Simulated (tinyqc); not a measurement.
## Resistance of a tapered via with liner, size effect and interface: via resistance against the interface resistivity at the bottom

A round via whose diameter grows from db at the bottom as D(z) = db + 2 z/tan(ang). The fill, of diameter D - 2 tl, starts above the bottom liner (thickness fb tl) and has rho = rho0 (1 + ks lam/(D - 2 tl)); the sidewall liner conducts in parallel with it. The bottom liner and the interface are crossed over the full area pi db^2/4. Spreading in the lines above and below is left out.

Slices between z0 = fb tl and hv, evaluated at their midpoints: conductance per length pi/4 [(D - 2 tl)^2/rho + (D^2 - (D - 2 tl)^2)/rl], slice resistance = slice height over that. 2000 slices. R_fill = sum of the slices; R_bottom = rl fb tl/(pi db^2/4); R_interface = ri/(pi db^2/4); ballistic (Sharvin) limit 1/(Sb pi (db - 2 tl)^2/4); ideal cylinder rho0 hv/(pi db^2/4).

Values chosen for this exercise; fill metal close to ruthenium:
- db = 24 nm (diameter at the bottom)
- hv = 92 nm (height)
- ang = 87 degrees (sidewall angle)
- rho0 = 7.87 uohm cm (bulk resistivity of the fill)
- lam = 6.52 nm (mean free path of the fill)
- ks = 0.7 (size-effect factor)
- tl = 0.2 nm (liner on the sidewall)
- fb = 1 (liner at the bottom over that on the sidewall)
- rl = 230 uohm cm (resistivity of the liner)
- Sb = 1.5e15 S/m^2 (ballistic conductance per area, about 3/(4 rho0 lam))

The same in every row: R_fill (ohm) = 13.635; R_bottom (ohm) = 1.0168; ballistic limit (ohm) = 1.5240.

Via resistance against the interface resistivity at the bottom:
```
ri (ohm cm^2)	R_interface (ohm)	R (ohm)	R over ideal cylinder	largest part
2e-13	0.044210	14.696	0.91820	fill
5e-13	0.11052	14.762	0.92235	fill
1e-12	0.22105	14.873	0.92925	fill
2e-12	0.44210	15.094	0.94307	fill
6e-12	1.3263	15.978	0.99831	fill
1e-11	2.2105	16.862	1.0536	fill
3e-11	6.6315	21.283	1.3298	fill
```

What does the table show?

R rises from 14.7 to 21.3 ohm. The fill is the largest part at ri = 2e-13 and in all other rows. The share of the two bottom terms goes from 7.22 to 35.9 %.

Computed by the program tinyqc: `OMP_NUM_THREADS=1 python tinyqc.py 2750083 2750084 out.jsonl`, one thread of a shared Intel Xeon 2.30GHz, about 0.01 s for the whole run.
